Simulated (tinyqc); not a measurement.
Resistance of a source-drain extension with a graded tip: one step of the calculation.

y runs along the channel, the gate covers y > 0. The doping is N0 for y < y0 and N0 10^(-(y - y0)/la) beyond, uniform over the depth xj. Sheet conductance s(y) = q mu(N) max(N - Nch, 0) xj + (for y > 0) ma Cox Vo, with mu(N) = u0 + (u1 - u0)/(1 + (N/Nr)^au) and Cox = eps0 eox/tox. Current is taken as one-dimensional; depletion of the tip, spreading and the contact are left out. The metallurgical junction lies at yj, where N = Nch.

Problem. Sheet resistances and junction position. yj = y0 + la log10(N0/Nch); sheet resistance of the full extension 1/[q mu(N0)(N0 - Nch) xj] and of the gate-induced layer 1/(ma Cox Vo); metallurgical length Lg - 2 yj; ye is where the doped and the gate-induced conductances are equal.

Inputs (values chosen for the exercise); mobility law close to that of holes in silicon:
```
symbol,value,unit,meaning
eox,3.9,,relative permittivity of the gate insulator (close to silicon dioxide)
tox,2.3,nm,insulator thickness
N0,1.1e20,cm^-3,active doping of the extension far from the gate
la,2.5,nm/decade,lateral abruptness
y0,0.9,nm,position under the gate where the fall begins (gate edge at 0)
xj,16,nm,depth of the extension
Nch,2e18,cm^-3,channel doping
Vo,0.38,V,gate overdrive
ma,52,cm^2/(V s),mobility of the gate-induced layer
u1,470.5,cm^2/(V s),mobility at low doping
u0,44.9,cm^2/(V s),mobility at high doping
Nr,2.23e17,cm^-3,reference doping
au,0.719,,exponent
Lg,60,nm,gate length
```

Constants: q = 1.602176634e-19 C, eps0 = 8.8541878128e-14 F/cm where lengths are in cm. Results are converted to the units shown.

Find: yj; sheet resistance of the extension; sheet resistance of the induced layer; metallurgical length; ye; N at ye.

Solution.

yj = 5.251 nm
sheet resistance of the extension = 725.7 ohm/square
sheet resistance of the induced layer = 3.371e4 ohm/square
metallurgical length = 49.50 nm
ye = 4.755 nm
N at ye = 3.157e18 cm^-3

The gate takes over 0.496 nm before the junction, where N is still 1.58 times the channel doping.

Program tinyqc, `OMP_NUM_THREADS=1 python tinyqc.py 2282004 2282005 out.jsonl`; Intel Xeon 2.30GHz, shared host, one thread, about 0.06 s.
